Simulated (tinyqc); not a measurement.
RKS/BP86 in the 3-21g basis, for H3-, spin multiplicity 1, step by step. The basis has no diffuse functions, so it cannot describe the extra electron: this is an exercise in the method, not the real anion. Computed by tinyqc, a small Python program that keeps every step (integrals from PySCF). Settings: charge = -1, multiplicity = 1, basis = 3-21g, energy threshold = 1e-09, iteration cap = 50, orthogonalisation = canonical, start = core, DIIS depth = 4, DIIS from iteration = 3, method = RKS, functional = b88,p86, grid = [10, 14]. Command: `OMP_NUM_THREADS=1 python tinyqc.py 28840 28841 out.jsonl` (the two numbers bound the seeds that draw the settings). One thread of a shared host (Intel(R) Xeon(R) Processor @ 2.60GHz), about 2 s of CPU time with the checks. Later iterations appear only in the table of the cycle.

## One-electron integrals

Geometry (angstrom):
```
atom,x,y,z
H,0.0000,0.0000,0.0000
H,0.0000,0.0000,0.9080
H,0.0000,0.7860,0.4540
```

Basis 3-21g: exponents (1/bohr^2) and contraction coefficients of normalised primitives:
```
element,l (shell),exponent,coefficient
H,s (1),5.4472,0.1563
H,s (1),0.8245,0.9047
H,s (2),0.1832,1.0000
```

Overlap, kinetic and nuclear-attraction integrals over the contracted functions; the nuclear repulsion is the sum of Za Zb / Rab.

nuclear repulsion = 1.748773 hartree

overlap S:
```
,1H 1s,1H 2s,2H 1s,2H 2s,3H 1s,3H 2s
1H 1s,1.0000,0.6459,0.2622,0.4138,0.2624,0.4139
1H 2s,0.6459,1.0000,0.4138,0.7636,0.4139,0.7638
2H 1s,0.2622,0.4138,1.0000,0.6459,0.2624,0.4139
2H 2s,0.4138,0.7636,0.6459,1.0000,0.4139,0.7638
3H 1s,0.2624,0.4139,0.2624,0.4139,1.0000,0.6459
3H 2s,0.4139,0.7638,0.4139,0.7638,0.6459,1.0000
```

kinetic energy T (hartree):
```
,1H 1s,1H 2s,2H 1s,2H 2s,3H 1s,3H 2s
1H 1s,1.5494,0.2932,0.0405,0.1319,0.0407,0.1320
1H 2s,0.2932,0.2748,0.1319,0.1721,0.1320,0.1722
2H 1s,0.0405,0.1319,1.5494,0.2932,0.0407,0.1320
2H 2s,0.1319,0.1721,0.2932,0.2748,0.1320,0.1722
3H 1s,0.0407,0.1320,0.0407,0.1320,1.5494,0.2932
3H 2s,0.1320,0.1722,0.1320,0.1722,0.2932,0.2748
```

nuclear attraction V (hartree):
```
,1H 1s,1H 2s,2H 1s,2H 2s,3H 1s,3H 2s
1H 1s,-2.8850,-1.5250,-0.7351,-1.0187,-0.7358,-1.0190
1H 2s,-1.5250,-1.6833,-1.0187,-1.3659,-1.0190,-1.3662
2H 1s,-0.7351,-1.0187,-2.8850,-1.5250,-0.7358,-1.0190
2H 2s,-1.0187,-1.3659,-1.5250,-1.6833,-1.0190,-1.3662
3H 1s,-0.7358,-1.0190,-0.7358,-1.0190,-2.8851,-1.5251
3H 2s,-1.0190,-1.3662,-1.0190,-1.3662,-1.5251,-1.6834
```

core Hamiltonian H = T + V (hartree):
```
,1H 1s,1H 2s,2H 1s,2H 2s,3H 1s,3H 2s
1H 1s,-1.3355,-1.2319,-0.6946,-0.8868,-0.6951,-0.8870
1H 2s,-1.2319,-1.4085,-0.8868,-1.1938,-0.8871,-1.1940
2H 1s,-0.6946,-0.8868,-1.3355,-1.2319,-0.6951,-0.8870
2H 2s,-0.8868,-1.1938,-1.2319,-1.4085,-0.8871,-1.1940
3H 1s,-0.6951,-0.8871,-0.6951,-0.8871,-1.3357,-1.2320
3H 2s,-0.8870,-1.1940,-0.8870,-1.1940,-1.2320,-1.4086
```

## Two-electron integrals

Functions are numbered as in S; the eight-fold symmetry (ij|kl) = (ji|kl) = (kl|ij) leaves the list below.

Two-electron integrals (ij|kl) in chemists' order, unique and non-zero (hartree):
```
i,j,k,l,(ij|kl)
1,1,1,1,1.1401
2,1,1,1,0.6114
2,1,2,1,0.3452
2,2,1,1,0.6264
2,2,2,1,0.3803
2,2,2,2,0.4830
3,1,1,1,0.2318
3,1,2,1,0.1335
3,1,2,2,0.1512
3,1,3,1,0.0713
3,2,1,1,0.2625
3,2,2,1,0.1608
3,2,2,2,0.2054
3,2,3,1,0.0925
3,2,3,2,0.1410
3,3,1,1,0.5711
3,3,2,1,0.3588
3,3,2,2,0.4789
3,3,3,1,0.2318
3,3,3,2,0.3831
3,3,3,3,1.1401
4,1,1,1,0.3831
4,1,2,1,0.2173
4,1,2,2,0.2415
4,1,3,1,0.0925
4,1,3,2,0.1143
4,1,3,3,0.2625
4,1,4,1,0.1410
4,2,1,1,0.4444
4,2,2,1,0.2721
4,2,2,2,0.3529
4,2,3,1,0.1240
4,2,3,2,0.1807
4,2,3,3,0.4444
4,2,4,1,0.1807
4,2,4,2,0.2816
4,3,1,1,0.3588
4,3,2,1,0.2239
4,3,2,2,0.2990
4,3,3,1,0.1335
4,3,3,2,0.2173
4,3,3,3,0.6114
4,3,4,1,0.1608
4,3,4,2,0.2721
4,3,4,3,0.3452
4,4,1,1,0.4789
4,4,2,1,0.2990
4,4,2,2,0.4085
4,4,3,1,0.1512
4,4,3,2,0.2415
4,4,3,3,0.6264
4,4,4,1,0.2054
4,4,4,2,0.3529
4,4,4,3,0.3803
4,4,4,4,0.4830
5,1,1,1,0.2320
5,1,2,1,0.1336
5,1,2,2,0.1513
5,1,3,1,0.0589
5,1,3,2,0.0735
5,1,3,3,0.1675
5,1,4,1,0.0881
5,1,4,2,0.1155
5,1,4,3,0.1034
5,1,4,4,0.1326
5,1,5,1,0.0714
5,2,1,1,0.2627
5,2,2,1,0.1609
5,2,2,2,0.2055
5,2,3,1,0.0735
5,2,3,2,0.1029
5,2,3,3,0.2434
5,2,4,1,0.1077
5,2,4,2,0.1630
5,2,4,3,0.1508
5,2,4,4,0.1976
5,2,5,1,0.0926
5,2,5,2,0.1411
5,3,1,1,0.1675
5,3,2,1,0.1034
5,3,2,2,0.1326
5,3,3,1,0.0589
5,3,3,2,0.0881
5,3,3,3,0.2320
5,3,4,1,0.0735
5,3,4,2,0.1155
5,3,4,3,0.1336
5,3,4,4,0.1513
5,3,5,1,0.0589
5,3,5,2,0.0881
5,3,5,3,0.0714
5,4,1,1,0.2434
5,4,2,1,0.1508
5,4,2,2,0.1976
5,4,3,1,0.0735
5,4,3,2,0.1077
5,4,3,3,0.2627
5,4,4,1,0.1029
5,4,4,2,0.1630
5,4,4,3,0.1609
5,4,4,4,0.2055
5,4,5,1,0.0881
5,4,5,2,0.1390
5,4,5,3,0.0926
5,4,5,4,0.1411
5,5,1,1,0.5713
5,5,2,1,0.3588
5,5,2,2,0.4790
5,5,3,1,0.1674
5,5,3,2,0.2434
5,5,3,3,0.5713
5,5,4,1,0.2434
5,5,4,2,0.3887
5,5,4,3,0.3588
5,5,4,4,0.4790
5,5,5,1,0.2320
5,5,5,2,0.3832
5,5,5,3,0.2320
5,5,5,4,0.3832
5,5,5,5,1.1401
6,1,1,1,0.3832
6,1,2,1,0.2174
6,1,2,2,0.2416
6,1,3,1,0.0880
6,1,3,2,0.1077
6,1,3,3,0.2434
6,1,4,1,0.1390
6,1,4,2,0.1768
6,1,4,3,0.1508
6,1,4,4,0.1976
6,1,5,1,0.0926
6,1,5,2,0.1143
6,1,5,3,0.0735
6,1,5,4,0.1077
6,1,5,5,0.2627
6,1,6,1,0.1411
6,2,1,1,0.4445
6,2,2,1,0.2722
6,2,2,2,0.3529
6,2,3,1,0.1154
6,2,3,2,0.1630
6,2,3,3,0.3888
6,2,4,1,0.1768
6,2,4,2,0.2695
6,2,4,3,0.2413
6,2,4,4,0.3246
6,2,5,1,0.1241
6,2,5,2,0.1808
6,2,5,3,0.1155
6,2,5,4,0.1768
6,2,5,5,0.4445
6,2,6,1,0.1808
6,2,6,2,0.2817
6,3,1,1,0.2434
6,3,2,1,0.1508
6,3,2,2,0.1976
6,3,3,1,0.0880
6,3,3,2,0.1390
6,3,3,3,0.3832
6,3,4,1,0.1077
6,3,4,2,0.1768
6,3,4,3,0.2174
6,3,4,4,0.2416
6,3,5,1,0.0735
6,3,5,2,0.1077
6,3,5,3,0.0926
6,3,5,4,0.1143
6,3,5,5,0.2627
6,3,6,1,0.1030
6,3,6,2,0.1630
6,3,6,3,0.1411
6,4,1,1,0.3888
6,4,2,1,0.2413
6,4,2,2,0.3246
6,4,3,1,0.1154
6,4,3,2,0.1768
6,4,3,3,0.4445
6,4,4,1,0.1630
6,4,4,2,0.2695
6,4,4,3,0.2722
6,4,4,4,0.3529
6,4,5,1,0.1155
6,4,5,2,0.1768
6,4,5,3,0.1241
6,4,5,4,0.1808
6,4,5,5,0.4445
6,4,6,1,0.1630
6,4,6,2,0.2696
6,4,6,3,0.1808
6,4,6,4,0.2817
6,5,1,1,0.3588
6,5,2,1,0.2240
6,5,2,2,0.2990
6,5,3,1,0.1033
6,5,3,2,0.1508
6,5,3,3,0.3588
6,5,4,1,0.1508
6,5,4,2,0.2413
6,5,4,3,0.2240
6,5,4,4,0.2990
6,5,5,1,0.1336
6,5,5,2,0.2174
6,5,5,3,0.1336
6,5,5,4,0.2174
6,5,5,5,0.6114
6,5,6,1,0.1609
6,5,6,2,0.2722
6,5,6,3,0.1609
6,5,6,4,0.2722
6,5,6,5,0.3452
6,6,1,1,0.4790
6,6,2,1,0.2990
6,6,2,2,0.4086
6,6,3,1,0.1325
6,6,3,2,0.1976
6,6,3,3,0.4790
6,6,4,1,0.1976
6,6,4,2,0.3246
6,6,4,3,0.2990
6,6,4,4,0.4086
6,6,5,1,0.1513
6,6,5,2,0.2416
6,6,5,3,0.1513
6,6,5,4,0.2416
6,6,5,5,0.6264
6,6,6,1,0.2055
6,6,6,2,0.3529
6,6,6,3,0.2055
6,6,6,4,0.3529
6,6,6,5,0.3803
6,6,6,6,0.4830
```

## Orthogonalisation

S = U s U^T; canonical form X = U s^(-1/2), so that X^T S X = 1. Each column of U has its largest component positive (the first on a tie).

eigenvalues of S: 0.1453  0.1454  0.4695  0.8283  0.8287  3.5827

X:
```
,1,2,3,4,5,6
1H 1s,0.3906,-0.6765,0.6852,-0.4176,0.7232,0.1776
1H 2s,-0.9971,1.7264,-0.4905,-0.1637,0.2834,0.2480
2H 1s,0.3906,0.6765,0.6852,-0.4176,-0.7232,0.1776
2H 2s,-0.9971,-1.7264,-0.4905,-0.1637,-0.2834,0.2480
3H 1s,-0.7811,0.0000,0.6849,0.8354,0.0000,0.1776
3H 2s,1.9941,0.0000,-0.4907,0.3271,0.0000,0.2480
```

## Starting guess

The start is the orbitals of the core Hamiltonian; D = 2 C_occ C_occ^T.

D at the start:
```
,1H 1s,1H 2s,2H 1s,2H 2s,3H 1s,3H 2s
1H 1s,0.6388,0.8461,-0.1532,-0.6888,0.2429,0.0787
1H 2s,0.8461,1.5129,-0.6888,-1.4619,0.0787,0.0255
2H 1s,-0.1532,-0.6888,0.6388,0.8461,0.2429,0.0787
2H 2s,-0.6888,-1.4619,0.8461,1.5129,0.0787,0.0255
3H 1s,0.2429,0.0787,0.2429,0.0787,0.2430,0.0787
3H 2s,0.0787,0.0255,0.0787,0.0255,0.0787,0.0255
```

## Iteration 1: exchange-correlation on the grid

Becke grid with 10 radial and 14 angular points per atom, points of zero weight dropped. rho = sum D_ij phi_i phi_j; V_xc,ij = sum w v_xc phi_i phi_j plus the gradient terms; v_xc is d(rho eps)/d rho at fixed gradient.

The 8 grid points with the largest w rho, of 412 (bohr, atomic units):
```
x,y,z,w,rho,|grad rho|^2,eps_xc,v_xc
0.6111,0.6111,2.3269,0.5863,0.0997,0.0501,-0.4140,-0.4961
-0.6111,0.6111,2.3269,0.5863,0.0997,0.0501,-0.4140,-0.4961
-0.6111,0.6111,-0.6111,0.5863,0.0997,0.0501,-0.4140,-0.4961
0.6111,0.6111,-0.6111,0.5863,0.0997,0.0501,-0.4140,-0.4961
-0.6111,-0.6111,2.3269,0.6009,0.0910,0.0431,-0.4039,-0.4809
0.6111,-0.6111,2.3269,0.6009,0.0910,0.0431,-0.4039,-0.4809
-0.6111,-0.6111,-0.6111,0.6009,0.0910,0.0431,-0.4039,-0.4809
0.6111,-0.6111,-0.6111,0.6009,0.0910,0.0431,-0.4039,-0.4809
```

electrons on the grid, sum of w rho = 4.0182

E_xc = sum of w rho eps_xc = -1.675303 hartree

V_xc (hartree):
```
,1H 1s,1H 2s,2H 1s,2H 2s,3H 1s,3H 2s
1H 1s,-0.6637,-0.3576,-0.1581,-0.2298,-0.1614,-0.2326
1H 2s,-0.3576,-0.3614,-0.2298,-0.2862,-0.2072,-0.2806
2H 1s,-0.1581,-0.2298,-0.6637,-0.3576,-0.1614,-0.2326
2H 2s,-0.2298,-0.2862,-0.3576,-0.3614,-0.2072,-0.2806
3H 1s,-0.1614,-0.2072,-0.1614,-0.2072,-0.5538,-0.3016
3H 2s,-0.2326,-0.2806,-0.2326,-0.2806,-0.3016,-0.3201
```

## Iteration 1: building the Kohn-Sham matrix

J_ij = sum D_kl (ij|kl); F = H + J + V_xc; E = tr D H + tr D J / 2 + E_xc + E_nn.

Coulomb J (hartree):
```
,1H 1s,1H 2s,2H 1s,2H 2s,3H 1s,3H 2s
1H 1s,2.7696,1.6315,0.7463,1.0760,0.7188,1.0702
1H 2s,1.6315,1.9895,1.0760,1.5845,0.9898,1.5497
2H 1s,0.7463,1.0760,2.7696,1.6315,0.7188,1.0702
2H 2s,1.0760,1.5845,1.6315,1.9895,0.9898,1.5497
3H 1s,0.7188,0.9898,0.7188,0.9898,2.3986,1.4580
3H 2s,1.0702,1.5497,1.0702,1.5497,1.4580,1.8746
```

Kohn-Sham matrix F (hartree):
```
,1H 1s,1H 2s,2H 1s,2H 2s,3H 1s,3H 2s
1H 1s,0.7704,0.0420,-0.1065,-0.0406,-0.1377,-0.0494
1H 2s,0.0420,0.2196,-0.0406,0.1045,-0.1045,0.0751
2H 1s,-0.1065,-0.0406,0.7704,0.0420,-0.1377,-0.0494
2H 2s,-0.0406,0.1045,0.0420,0.2196,-0.1045,0.0751
3H 1s,-0.1377,-0.1045,-0.1377,-0.1045,0.5091,-0.0755
3H 2s,-0.0494,0.0751,-0.0494,0.0751,-0.0755,0.1458
```

total energy of this density = -1.017825 hartree

## Iteration 1: diagonalisation and new density

Diagonalise F' = X^T F X, C = X C', fill 2 alpha and 2 beta electrons from the bottom; D = 2 C_occ C_occ^T. Each column has its largest component positive (the first on a tie).

F' = X^T F X (hartree):
```
,1,2,3,4,5,6
1,1.0618,0.0000,0.0697,-0.5142,0.0000,0.0101
2,0.0000,1.1023,0.0000,0.0000,-0.5706,0.0000
3,0.0697,0.0000,1.1228,-0.0699,0.0000,-0.0082
4,-0.5142,0.0000,-0.0699,0.8391,0.0000,-0.1049
5,0.0000,-0.5706,0.0000,0.0000,1.0036,0.0000
6,0.0101,0.0000,-0.0082,-0.1049,0.0000,0.0744
```

orbital energies (hartree): MO1 0.0550, MO2 0.4396, MO3 0.4802, MO4 1.0982, MO5 1.5053, MO6 1.6257

coefficients C:
```
,MO1,MO2,MO3,MO4,MO5,MO6
1H 1s,0.1383,-0.0987,0.0757,0.5208,0.7266,-0.9874
1H 2s,0.1199,-0.8019,1.3758,-0.3058,-0.7565,1.0807
2H 1s,0.1383,-0.0987,-0.0757,0.5208,0.7266,0.9874
2H 2s,0.1199,-0.8019,-1.3758,-0.3058,-0.7565,-1.0807
3H 1s,0.2740,0.1137,0.0000,0.9364,-0.9186,0.0000
3H 2s,0.4670,1.4389,0.0000,-0.8324,1.1850,0.0000
```

D after iteration 1:
```
,1H 1s,1H 2s,2H 1s,2H 2s,3H 1s,3H 2s
1H 1s,0.0577,0.1914,0.0577,0.1914,0.0533,-0.1548
1H 2s,0.1914,1.3149,0.1914,1.3149,-0.1167,-2.1958
2H 1s,0.0577,0.1914,0.0577,0.1914,0.0533,-0.1548
2H 2s,0.1914,1.3149,0.1914,1.3149,-0.1167,-2.1958
3H 1s,0.0533,-0.1167,0.0533,-0.1167,0.1761,0.5833
3H 2s,-0.1548,-2.1958,-0.1548,-2.1958,0.5833,4.5774
```

## Iteration 2: exchange-correlation on the grid

As before.

The 8 grid points with the largest w rho, of 412 (bohr, atomic units):
```
x,y,z,w,rho,|grad rho|^2,eps_xc,v_xc
0.0000,3.2340,0.8579,2.1117,0.0430,0.0034,-0.3146,-0.3898
1.0096,2.4949,1.8675,2.3627,0.0331,0.0026,-0.2940,-0.3568
-1.0096,2.4949,1.8675,2.3627,0.0331,0.0026,-0.2940,-0.3568
-1.0096,2.4949,-0.1516,2.3627,0.0331,0.0026,-0.2940,-0.3568
1.0096,2.4949,-0.1516,2.3627,0.0331,0.0026,-0.2940,-0.3568
0.0000,4.2287,0.8579,7.5102,0.0089,2.85e-04,-0.2109,-0.2302
0.0000,-1.7486,0.0000,2.0359,0.0286,0.0014,-0.2794,-0.3431
0.0000,-1.7486,1.7159,2.0359,0.0286,0.0014,-0.2794,-0.3431
```

electrons on the grid, sum of w rho = 3.9742

E_xc = sum of w rho eps_xc = -1.275689 hartree

V_xc (hartree):
```
,1H 1s,1H 2s,2H 1s,2H 2s,3H 1s,3H 2s
1H 1s,-0.5110,-0.2977,-0.1377,-0.1986,-0.1433,-0.1956
1H 2s,-0.2977,-0.3509,-0.1986,-0.2857,-0.2137,-0.2860
2H 1s,-0.1377,-0.1986,-0.5110,-0.2977,-0.1433,-0.1956
2H 2s,-0.1986,-0.2857,-0.2977,-0.3509,-0.2137,-0.2860
3H 1s,-0.1433,-0.2137,-0.1433,-0.2137,-0.6035,-0.3352
3H 2s,-0.1956,-0.2860,-0.1956,-0.2860,-0.3352,-0.3744
```

## Iteration 2: building the Kohn-Sham matrix

As before.

Coulomb J (hartree):
```
,1H 1s,1H 2s,2H 1s,2H 2s,3H 1s,3H 2s
1H 1s,2.1487,1.3195,0.5980,0.8759,0.6169,0.8789
1H 2s,1.3195,1.7406,0.8759,1.3885,0.9382,1.4137
2H 1s,0.5980,0.8759,2.1487,1.3195,0.6169,0.8789
2H 2s,0.8759,1.3885,1.3195,1.7406,0.9382,1.4137
3H 1s,0.6169,0.9382,0.6169,0.9382,2.4130,1.4495
3H 2s,0.8789,1.4137,0.8789,1.4137,1.4495,1.8358
```

Kohn-Sham matrix F (hartree):
```
,1H 1s,1H 2s,2H 1s,2H 2s,3H 1s,3H 2s
1H 1s,0.3022,-0.2101,-0.2343,-0.2095,-0.2215,-0.2037
1H 2s,-0.2101,-0.0189,-0.2095,-0.0911,-0.1625,-0.0664
2H 1s,-0.2343,-0.2095,0.3022,-0.2101,-0.2215,-0.2037
2H 2s,-0.2095,-0.0911,-0.2101,-0.0189,-0.1625,-0.0664
3H 1s,-0.2215,-0.1625,-0.2215,-0.1625,0.4737,-0.1178
3H 2s,-0.2037,-0.0664,-0.2037,-0.0664,-0.1178,0.0528
```

total energy of this density = -1.305662 hartree

## Iteration 2: diagonalisation and new density

As before.

F' = X^T F X (hartree):
```
,1,2,3,4,5,6
1,0.9788,0.0000,-0.0458,-0.4807,0.0000,0.0073
2,0.0000,0.9241,0.0000,0.0000,-0.4555,0.0000
3,-0.0458,0.0000,0.9015,0.0288,0.0000,-0.1209
4,-0.4807,0.0000,0.0288,0.6985,0.0000,0.0759
5,0.0000,-0.4555,0.0000,0.0000,0.5723,0.0000
6,0.0073,0.0000,-0.1209,0.0759,0.0000,-0.1841
```

orbital energies (hartree): MO1 -0.2063, MO2 0.2599, MO3 0.3452, MO4 0.9094, MO5 1.2365, MO6 1.3464

coefficients C:
```
,MO1,MO2,MO3,MO4,MO5,MO6
1H 1s,0.2777,0.2139,-0.0524,0.7215,-0.9669,0.4769
1H 2s,0.2564,1.2101,-0.7166,-0.5765,1.2635,-0.6416
2H 1s,0.2777,-0.2139,-0.0524,0.7215,0.9669,0.4769
2H 2s,0.2564,-1.2101,-0.7166,-0.5765,-1.2635,-0.6416
3H 1s,0.1935,0.0000,0.2341,0.5240,0.0000,-1.2008
3H 2s,0.0615,0.0000,1.4687,-0.3844,0.0000,1.4412
```

D after iteration 2:
```
,1H 1s,1H 2s,2H 1s,2H 2s,3H 1s,3H 2s
1H 1s,0.2457,0.6600,0.0628,-0.3751,0.1075,0.0341
1H 2s,0.6600,3.0602,-0.3751,-2.7972,0.0992,0.0315
2H 1s,0.0628,-0.3751,0.2457,0.6600,0.1075,0.0341
2H 2s,-0.3751,-2.7972,0.6600,3.0602,0.0992,0.0315
3H 1s,0.1075,0.0992,0.1075,0.0992,0.0749,0.0238
3H 2s,0.0341,0.0315,0.0341,0.0315,0.0238,0.0076
```

## Convergence

Stop when the energy changes by less than 1e-09 hartree and every element of the error matrix X^T (F D S - S D F) X is below 9e-06.

Course of the cycle:
```
iteration,E (hartree),change,largest element of the error matrix
1,-1.017825,-,8.05e-01
2,-1.305662,-2.88e-01,2.12e-01
3,-1.291604,1.41e-02,3.38e-01
4,-1.322511,-3.09e-02,2.01e-01
5,-1.346913,-2.44e-02,1.70e-01
6,-1.337568,9.34e-03,1.01e-01
7,-1.339088,-1.52e-03,2.05e-01
8,-1.335912,3.18e-03,2.18e-01
9,-1.336473,-5.61e-04,1.12e-01
10,-1.336413,6.03e-05,1.14e-01
11,-1.336631,-2.19e-04,1.12e-01
12,-1.309007,2.76e-02,3.02e-01
13,-1.308725,2.82e-04,3.03e-01
14,-1.352222,-4.35e-02,1.37e-01
...,...,...,...
37,-1.346917,9.01e-04,7.86e-02
38,-1.345036,1.88e-03,1.12e-01
39,-1.337970,7.07e-03,1.03e-01
40,-1.346543,-8.57e-03,7.20e-02
41,-1.341551,4.99e-03,8.44e-02
42,-1.346403,-4.85e-03,7.04e-02
43,-1.347068,-6.65e-04,6.49e-02
44,-1.346537,5.30e-04,6.57e-02
45,-1.328875,1.77e-02,1.72e-01
46,-1.322804,6.07e-03,2.03e-01
47,-1.326266,-3.46e-03,1.97e-01
48,-1.348474,-2.22e-02,6.10e-02
49,-1.341076,7.40e-03,7.17e-02
50,-1.341299,-2.23e-04,1.14e-01
```

PySCF RKS in the same basis, fine grid = -1.304858 hartree

Not converged within the cap of 50 iterations: the residual wanders without falling. Reruns (cap 100 unless said): DIIS 8: not converged; damping 0.5: not converged; level shift 0.5: converged in 10; atomic densities as start, DIIS 8: not converged; the original settings with a cap of 400: not converged.
